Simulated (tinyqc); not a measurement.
Binding against carrier density: donor level screened by free carriers (Yukawa potential).

Screening wave number: Debye ks^2 = 4 pi q n/(eps kB T); Thomas-Fermi ks^2 = 6 pi q n/(eps EF) with EF = c (3 pi^2 n/gv)^(2/3)/m, c = hbar^2/2m0; the two are joined by 1/ks^2 = sqrt(1/ks_D^4 + 1/ks_TF^4). 1e18/cm^3 = 1e-6/angstrom^3, q = e^2/(4 pi eps0).

Potential -(q/(eps r)) exp(-ks r), q = e^2/(4 pi eps0). In units Ry* = Ry m/eps^2 and a* = a0 eps/m the problem is [-Laplacian - 2 exp(-x r)/r] psi = E psi with x = ks a*.

Converged values use 18 functions exp(-z r), z = 1.55^i, i = -11 to 6: S = 2/A^3, H = z_i z_j S - 2/(A + x)^2, A = z_i + z_j.

Constants: e^2/(4 pi eps0) = 14.39964547 eV angstrom; kB = 8.617333262e-05 eV/K; hbar^2/2m0 = 3.80998211 eV angstrom^2.

Inputs chosen for the exercise (near those of a donor in 4H SiC, with one mean mass; the results hold for these values, not for the real material): m = 0.399 m0 (mass); eps = 9.9 (dielectric constant); gv = 3 (valleys); T = 300 K (temperature); nl = (0.006, 0.02, 0.06, 0.2, 0.6, 2, 6) x 1e18/cm^3 (densities).

Ry* = 55.3890 meV
a* = 13.130 angstrom

x from the joined ks; converged 1s binding (dash: x above 1.17, at or past the limit 1.19 where the state unbinds).

Results:
```
n (1e18/cm^3)  EF/kB T  1/ks (angstrom)      x  binding (meV)  n^(1/3) a*
0.0060            0.01            485.5  0.027          52.45       0.024
0.020             0.01            265.9  0.049          50.12       0.036
0.060             0.03            153.5  0.086          46.49       0.051
0.20              0.06             84.1  0.156          39.95       0.077
0.60              0.12             48.6  0.270          30.72       0.111
2.0               0.27             26.8  0.490          16.93       0.165
6.0               0.56             15.9  0.828           4.26       0.239
```

The binding falls from 52.5 to 4.3 meV (bare value 55.4); it passes half the bare value between 0.6 and 2 x 1e18/cm^3. The level is still bound in the last row. x grows with exponent 0.50 in n at the start and 0.48 at the end (1/2 for Debye, 1/6 for Thomas-Fermi screening).

Run: tinyqc, `OMP_NUM_THREADS=1 python tinyqc.py 1250075 1250076 out.jsonl`; Intel(R) Xeon(R) Processor @ 2.30GHz, one thread, shared host; about 0.02 s of CPU time with all checks.
